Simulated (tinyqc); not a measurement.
Nanosheet or nanowire with hard walls, valleys of the Si type: one step. Valley masses for a [110] channel. Three cases, with inputs chosen for the exercise.

Question. Rotate w into the device axes and group equal valleys (|w_yz| counts); order by w_zz, then w_yy. 1/m_x = w_xx - w_xc w_c^-1 w_cx with c the block (y, z).

Six ellipsoidal valleys along the cube axes: inverse mass tensor w = 1/mt + (1/ml - 1/mt) a a^T with a the unit axis. Device axes: x along the channel, z = [001], y = z x x.

Case 1.

Values chosen (out of a larger set: near those of Si; not measured data):
- ml = 0.93 m0 (longitudinal mass)
- mt = 0.192 m0 (transverse mass)
- channel = 110 (transport direction x on a (001) wafer)

Case 2.

Values chosen (out of a larger set: near those of Si; not measured data):
- ml = 0.92 m0 (longitudinal mass)
- mt = 0.188 m0 (transverse mass)
- channel = 110 (transport direction x on a (001) wafer)

Case 3.

Values chosen (out of a larger set: near those of Si; not measured data):
- ml = 0.927 m0 (longitudinal mass)
- mt = 0.19 m0 (transverse mass)
- channel = 110 (transport direction x on a (001) wafer)

Give: Valleys.

Answer.

Case 1.

Valleys:
```
group  valleys g    w_yy    w_zz  |w_yz|  m_x (m0)
A              2  5.2083  1.0753  0.0000    0.1920
B              4  3.1418  5.2083  0.0000    0.5610
```

The lightest transport mass, 0.192 m0, belongs to group A.

Case 2.

Valleys:
```
group  valleys g    w_yy    w_zz  |w_yz|  m_x (m0)
A              2  5.3191  1.0870  0.0000    0.1880
B              4  3.2031  5.3191  0.0000    0.5540
```

The lightest transport mass, 0.188 m0, belongs to group A.

Case 3.

Valleys:
```
group  valleys g    w_yy    w_zz  |w_yz|  m_x (m0)
A              2  5.2632  1.0787  0.0000    0.1900
B              4  3.1710  5.2632  0.0000    0.5585
```

The lightest transport mass, 0.190 m0, belongs to group A.

Computed by tinyqc, one run a case: `OMP_NUM_THREADS=1 python tinyqc.py N N+1 out.jsonl` with N = 1281902, 1282345, 1282449; one thread of a shared Intel(R) Xeon(R) Processor @ 2.30GHz, about 0.06 s a run at most.
